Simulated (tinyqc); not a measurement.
## Trap density from the leakage

Inverse problem. Trap-assisted leakage is J = q Nt times the integral over x of the rate through one trap. Find Nt, the areal density Nt t and the mean in-plane spacing (Nt t)^(-1/2).

Inputs (values chosen for the exercise): thickness t = 3.5 nm.

Constants: q = 1.602176634e-19 C. Results are converted to the units shown.

J = 0.047179344 A/cm^2
integral of the rate over x = 3.1326628e5 nm/s

Solution. J is proportional to Nt.

Nt = 9.40e18 cm^-3
Nt t = 3.29e12 cm^-2
in-plane spacing = 5.51 nm

Numbers from tinyqc (`OMP_NUM_THREADS=1 python tinyqc.py 2370074 2370075 out.jsonl`; about 0.04 s on one thread of a shared Intel Xeon 2.30GHz).
